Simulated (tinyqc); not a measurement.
Inside a calculation. Method: one-electron ion in a basis of Gaussians. Computed by tinyqc, a small Python program that keeps every step. Settings: Z = 4, l = 0. Command: `OMP_NUM_THREADS=1 python tinyqc.py 28593 28594 out.jsonl` (the two numbers bound the seeds that draw the settings). One thread of a shared host (Intel(R) Xeon(R) Processor @ 2.60GHz), about 0.01 s of CPU time with the checks.

## Matrices over normalised Gaussians

exponents of r^l exp(-a r^2) (1/bohr^2): [0.88620, 4.13500]

Z = 4

l = 0

With p = a_i + a_j and I(k) = Gamma((k+1)/2) / (2 p^((k+1)/2)): S = I(2l+2), T = (2l+3) a_i a_j S / p, V = -Z I(2l+1), each divided by sqrt(S_ii S_jj).

S:
```
[[1.00000, 0.66579],
 [0.66579, 1.00000]]
```

T (hartree):
```
[[1.32930, 1.45767],
 [1.45767, 6.20250]]
```

V (hartree):
```
[[-6.00891, -6.73377],
 [-6.73377, -12.97979]]
```

## Generalised eigenproblem

H = T + V (hartree):
```
[[-4.67961, -5.27609],
 [-5.27609, -6.77729]]
```

Solve H C = S C e through S^(-1/2); each column has its largest component positive (the first on a tie).

eigenvalues of S: [0.33421, 1.66579]

eigenvalues (hartree): [-6.95872, -1.00101]

coefficients:
```
[[0.23388, 1.31967],
 [0.82894, -1.05313]]
```

For Z = 4 and l = 0 the exact lowest level is -Z^2/(2 n^2) with n = l + 1: -8.000000 hartree.
